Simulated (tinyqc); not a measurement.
From results back to parameters: thin-film optics by transfer matrices. Four cases, with inputs chosen for the exercise.

Problem. A bare substrate in air: with rho = tan(Psi) exp(i Delta), Delta = 180 degrees at small angles on a dielectric, conj(eps) = sin^2(theta) [1 + tan^2(theta) ((1 - rho)/(1 + rho))^2], and n + i k = sqrt(eps).

Case 1.

Values chosen (out of a larger set: indices near those of Si3N4 on Si; not measured data): lam = 193 nm (vacuum wavelength); theta_e = 75 degrees (angle of the ellipsometer).

Psi = 37.3772 degrees
Delta = 81.8499 degrees

Case 2.

Values chosen (out of a larger set: indices near those of Si3N4 on Si; not measured data): lam = 248 nm (vacuum wavelength); theta_e = 60 degrees (angle of the ellipsometer).

Psi = 37.1129 degrees
Delta = 139.9696 degrees

Case 3.

Values chosen (out of a larger set: indices near those of Si3N4, SiO2 on Cu; not measured data): lam = 633 nm (vacuum wavelength); theta_e = 60 degrees (angle of the ellipsometer).

Psi = 43.4429 degrees
Delta = 133.9644 degrees

Case 4.

Values chosen (out of a larger set: indices near those of HfO2, SiO2 on Cu; not measured data): lam = 633 nm (vacuum wavelength); theta_e = 65 degrees (angle of the ellipsometer).

Psi = 43.3050 degrees
Delta = 123.6947 degrees

Find: rho; eps; n; k.

Solution. Form rho, insert it, conjugate, and take the root with k >= 0.

Case 1.

rho = 0.1083+0.7562i
eps = -7.54+5.05i
n = 0.876
k = 2.883

Case 2.

rho = -0.5794+0.4867i
eps = -9.30+10.94i
n = 1.590
k = 3.439

Case 3.

rho = -0.6575+0.6817i
eps = -11.53+1.87i
n = 0.274
k = 3.406

Case 4.

rho = -0.5229+0.7842i
eps = -12.20+1.86i
n = 0.266
k = 3.503

Computed by tinyqc, one run a case: `OMP_NUM_THREADS=1 python tinyqc.py N N+1 out.jsonl` with N = 1650173, 1650179, 1650183, 1650202; one thread of a shared Intel(R) Xeon(R) Processor @ 2.30GHz, about 0.01 s a run at most.
